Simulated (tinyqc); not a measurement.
Worked calculation: Pariser-Parr-Pople SCF with singles CI, for the molecule O=c1cccccc1 (SMILES; centres numbered as the heavy atoms are written). One step of it, computed by the program tinyqc.

Problem. Singles CI, singlets. Over the 4 single excitations with the smallest orbital gaps: A = (e_a - e_i) delta + 2 (ia|jb) - (ij|ab), with (pq|rs) = sum c_mp c_mq gamma_mn c_nr c_ns. f = 2/3 w |mu|^2 in atomic units, mu = sqrt2 sum c_ia sum_m c_mi c_ma R_m.

orbital energies (eV): -13.091157  -11.401222  -10.717042  -8.363540  -2.167161  -1.520996  1.525409  2.316972

coefficients:
```
         MO1        MO2        MO3        MO4        MO5        MO6        MO7        MO8
1O  0.260384   0.498810   0.000000   0.656942   0.000000   0.404056   0.000000  -0.297581
2C  0.410464   0.483795   0.000000   0.029111   0.000000  -0.443177   0.000000   0.632621
3C  0.356258   0.162963   0.411528  -0.378932   0.512564  -0.131899   0.260619  -0.430739
4C  0.357483  -0.173686   0.528724  -0.196346  -0.211313   0.489466  -0.419282   0.252806
5C  0.356576  -0.449268   0.226043   0.318823  -0.438890  -0.251381   0.506241  -0.078555
6C  0.356576  -0.449268  -0.226043   0.318823   0.438890  -0.251381  -0.506241  -0.078555
7C  0.357483  -0.173686  -0.528724  -0.196346   0.211313   0.489466   0.419282   0.252806
8C  0.356258   0.162963  -0.411528  -0.378932  -0.512564  -0.131899  -0.260619  -0.430739
```

repulsion gamma_rs (eV):
```
           1O         2C         3C         4C         5C         6C         7C         8C
1O  17.430000   5.973714   4.258214   3.042871   2.602965   2.602965   3.042871   4.258214
2C   5.973714  11.070000   5.331811   3.765515   3.238313   3.238313   3.765515   5.331811
3C   4.258214   5.331811  11.070000   5.331259   3.766619   3.238810   3.238511   3.766798
4C   3.042871   3.765515   5.331259  11.070000   5.332390   3.766236   3.238218   3.238511
5C   2.602965   3.238313   3.766619   5.332390  11.070000   5.331660   3.766236   3.238810
6C   2.602965   3.238313   3.238810   3.766236   5.331660  11.070000   5.332390   3.766619
7C   3.042871   3.765515   3.238511   3.238218   3.766236   5.332390  11.070000   5.331259
8C   4.258214   5.331811   3.766798   3.238511   3.238810   3.766619   5.331259  11.070000
```

Centres (angstrom, eV; a flat drawing with bonds scaled to 1.40 angstrom):
```
centre          x          y  core charge z          W   gamma_rr
1O       2.637000   0.000000              1  18.210000  17.430000
2C       1.237000   0.000000              1  10.370000  11.070000
3C       0.629000   1.261000              1  10.370000  11.070000
4C      -0.736000   1.573000              1  10.370000  11.070000
5C      -1.830000   0.700000              1  10.370000  11.070000
6C      -1.830000  -0.700000              1  10.370000  11.070000
7C      -0.736000  -1.573000              1  10.370000  11.070000
8C       0.629000  -1.261000              1  10.370000  11.070000
```

Give: singlet CI matrix; singlet excitation energies; oscillator strengths.

Solution.

singlet CI matrix (eV):
```
         4>5     4>6     3>5      3>6
4>5   3.1156  0.0000  0.0000  -0.2428
4>6   0.0000  4.5750  0.8068   0.0000
3>5   0.0000  0.8068  5.5136   0.0000
3>6  -0.2428  0.0000  0.0000   6.0628
```

singlet excitation energies (eV): 3.0957  4.1109  5.9776  6.0827

oscillator strengths: 0.1379  0.2846  1.7043  0.4373
